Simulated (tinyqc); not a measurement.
From peak temperature T_p back to desorption energy E: adsorption as a lattice gas: isotherms with interactions, competition, desorption peaks and saturation dose. Computed by tinyqc, a small Python program. Command: `OMP_NUM_THREADS=1 python tinyqc.py 3029573 3029574 out.jsonl adsorb inv`. One thread of a shared host (Intel(R) Xeon(R) Processor @ 2.30GHz), about 0.01 s of CPU time with the checks.

One adsorbate per site; a molecule needs 1 empty site. Gas and surface have the same temperature.

Inputs (values chosen for the exercise, for a model surface): prefactor nu = 4.3e+13 1/s; heating rate beta = 0.54 K/s.

Adsorption: molecular (first order).

Constants: k_B = 8.617333262e-05 eV/K.

Method. The peak obeys E/(k_B T_p^2) = (nu/beta) exp(-E/(k_B T_p)) exactly. Redhead's shortcut, with the constant 3.46 (3.64 is also in use), reads E back as k_B T_p [ln(nu' T_p/beta) - 3.46], nu' = nu.

Problem. A run gave the result below. Find the desorption energy E, known to lie between 1.5 and 4.6 eV.

peak temperature T_p = 782.2916 K

Solution.

Each step takes the trial c = (a f_b - b f_a)/(f_b - f_a), f being the result less the target and a, b, c the logarithms of the listed values; c replaces end b, the old b replaces a if the sign of f changed, and otherwise f_a is halved.

Scan of the range:

| desorption energy E (eV) | peak temperature T_p (K) |
|---|---|
| 1.50 | 501.92 |
| 1.81 | 602.56 |
| 2.18 | 722.09 |
| 2.63 | 866.75 |
| 3.17 | 1039.50 |
| 3.82 | 1246.43 |
| 4.60 | 1493.54 |

False position (Illinois rule, in the logarithm of the input) inside the bracket:

| step | end a | end b | trial | peak temperature T_p (K) |
|---|---|---|---|---|
| 1 | 2.18000 | 2.63000 | 2.35707 | 779.099 |
| 2 | 2.63000 | 2.35707 | 2.36650 | 782.130 |
| 3 | 2.63000 | 2.36650 | 2.36745 | 782.436 |
| 4 | 2.36650 | 2.36745 | 2.36700 | 782.292 |
| 5 | 2.36745 | 2.36700 | 2.36700 | 782.292 |

Peak temperature T_p rises at every point of a 13-point scan of the range (every second point is shown), so one value fits; it is bracketed by 2.18 and 2.63. Answer: desorption energy E = 2.367 eV.
